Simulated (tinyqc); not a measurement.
Length of a molecular wire: coherent transport through a tight-binding bridge. Computed by the program tinyqc. 

A uniform bridge between two chains:
```
parameter,value
site energy (eV),0.190000
hopping in the bridge (eV),1.120000
lead hopping (eV),1.520000
couplings (eV),"1.15, 1.07"
E (eV),0.000000
```

T = Gamma_L Gamma_R |G_1n|^2 with the self-energies of semi-infinite chains.

Transmission against length:
```
sites,T,ln T
2,9.1197e-01,-0.092
3,9.6729e-01,-0.033
4,9.2603e-01,-0.077
5,9.5076e-01,-0.050
6,9.4241e-01,-0.059
7,9.3385e-01,-0.068
8,9.5938e-01,-0.041
9,9.1846e-01,-0.085
10,9.7492e-01,-0.025
```

E lies inside the band of the bridge (|E - e|/2h = 0.085 < 1): T does not decay but oscillates with length, between 0.912 and 0.975 here, as levels of the bridge pass E.
